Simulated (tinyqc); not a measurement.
Raising U: Hubbard chain of 4 sites, mean field against exact. Computed by the program tinyqc. Collinear unrestricted mean field (the lowest of 40 random starts) against exact diagonalisation.

one-body matrix (hopping and site energies) (eV):
```
         1        2        3        4
1   0.3600  -1.7100   0.0000   0.0000
2  -1.7100  -0.4300  -1.7100   0.0000
3   0.0000  -1.7100   0.0700  -1.7100
4   0.0000   0.0000  -1.7100  -0.4100
```

electrons, up and down: 2  2

Exact and mean-field results (eV):
```
U            U/t    E exact  E mean field  mean |n_up - n_down|  double occupancy, exact  first gap in the sector
0.8500    0.4971  -7.361777     -7.322087                0.0000                   0.2335                   1.9564
1.7100    1.0000  -6.606360     -6.441462                0.0000                   0.2059                   1.7288
3.4200    2.0000  -5.373663     -4.735865                0.3601                   0.1560                   1.3758
5.1300    3.0000  -4.450299     -3.583772                0.6905                   0.1158                   1.1198
6.8400    4.0000  -3.765634     -2.875394                0.8176                   0.0860                   0.9313
10.2600   6.0000  -2.865233     -2.092233                0.9171                   0.0498                   0.6827
20.5200  12.0000  -1.724503     -1.261715                0.9792                   0.0152                   0.3660
34.2000  20.0000  -1.211598     -0.922301                0.9925                   0.0058                   0.2232
```

Estimate the missing row, U = 13.68.

Computed row:
```
U           U/t    E exact  E mean field  mean |n_up - n_down|  double occupancy, exact  first gap in the sector
13.6800  8.0000  -2.323637     -1.681132                0.9532                   0.0313                   0.5325
```

In absolute terms mean field is worst at U/t = 4.0, 0.890 eV too high: at small U it is nearly exact, and at large U it misses only exchange-scale energies. Its local moments set in at U/t = 2.0 of those listed, a broken symmetry that the exact state of a finite cluster with equal spins does not have. Relative to the exact energy its error is 0.5 % at the smallest U, 28 % at most and 24 % at the largest. The double occupancy falls from 0.234 to 0.006.
